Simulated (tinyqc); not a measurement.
Luttinger-Kohn k.p, four valence bands, step by step. One step of it, computed by the program tinyqc.

Task: Bloch Hamiltonian at k. P = c g1 k^2, Q = c g2 (kx^2 + ky^2 - 2 kz^2), R = c sqrt3 [-g2 (kx^2 - ky^2) + 2i g3 kx ky], S = 2 c sqrt3 g3 (kx - i ky) kz, c = hbar^2/2m = 3.809982 eV angstrom^2; rows [P+Q, -S, R, 0], [-S*, P-Q, 0, R], [R*, 0, P-Q, S], [0, R*, S*, P+Q]. The path ends lie at |k| = 0.04 1/angstrom.

Luttinger parameters chosen for this model; energies are counted downward from the top of the valence band:
```
parameter      value  unit
g1         15.550000
g2          4.530000
g3          6.310000
```

k point k (1/angstrom): -0.031000  -0.021000  0.031000

Give: H(k) at k.

Result:

H(k) at k (eV):
```
                3/2            1/2           -1/2           -3/2
3/2           0.131   0.080-0.054i  -0.016+0.054i          0.000
1/2    0.080+0.054i          0.149          0.000  -0.016+0.054i
-1/2  -0.016-0.054i          0.000          0.149  -0.080+0.054i
-3/2          0.000  -0.016-0.054i  -0.080-0.054i          0.131
```
